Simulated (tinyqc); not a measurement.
## Permittivity of the insulator from five potentials

Inverse problem. A node lies on a semiconductor-insulator interface. Steps: hs = tb/3 down into the semiconductor, ho = tox/2 up into the insulator, hy = L/6 sideways. The flux balance of its box reads eox (hy/ho)(above - node) + eps_r (hy/hs)(below - node) + [(eps_r hs + eox ho)/(2 hy)](left + right - 2 node) - q Na (hs/2) hy/eps0 = 0. Find eox.

Parameters, values chosen for the exercise; semiconductor permittivity made up: relative permittivity of the semiconductor eps_r = 14.1; half the body thickness tb = 8 nm; insulator thickness tox = 3.4 nm; channel length L = 54 nm; acceptor density of the depleted body Na = 0 cm^-3.

Constants: q = 1.602176634e-19 C, eps0 = 8.8541878128e-14 F/cm where lengths are in cm. Results are converted to the units shown.

psi (V): node -0.055820925, above -0.087095510, below -0.029868782, left -0.081299770, right 0.056474530

Answer. The balance is linear in eox.

eox = 9.00

Program tinyqc, `OMP_NUM_THREADS=1 python tinyqc.py 2480076 2480077 out.jsonl`; Intel Xeon 2.30GHz, shared host, one thread, about 0.1 s.
